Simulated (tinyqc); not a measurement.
## Channel mobility from two channel lengths

Problem. Two power MOSFETs differ only in channel length: R_on = R_rest + Lc (Wp + a)/(2 mch Cox Vov), Cox = 3.9 eps0/tox. Find mch and R_rest.

Inputs (values chosen for the exercise): gate oxide thickness (eps_r 3.9) tox = 68 nm; gate overdrive Vov = 14 V; width of the p body in one cell, channels included Wp = 4.1 um; gap between neighbouring p bodies a = 3.2 um.

Constants: eps0 = 8.8541878128e-14 F/cm where lengths are in cm. Results are converted to the units shown.

R_on at Lc = 0.57 and 1.2 um (mohm cm^2): [2.5690066, 4.5905403]

Solution. R_on is a straight line in Lc; its slope gives mch and its intercept the rest.

mch = 16.0 cm^2/(V s)
R_rest = 0.740 mohm cm^2

Computed by the program tinyqc: `OMP_NUM_THREADS=1 python tinyqc.py 2230101 2230102 out.jsonl`, one thread of a shared Intel Xeon 2.30GHz, about 0.01 s for the whole run.
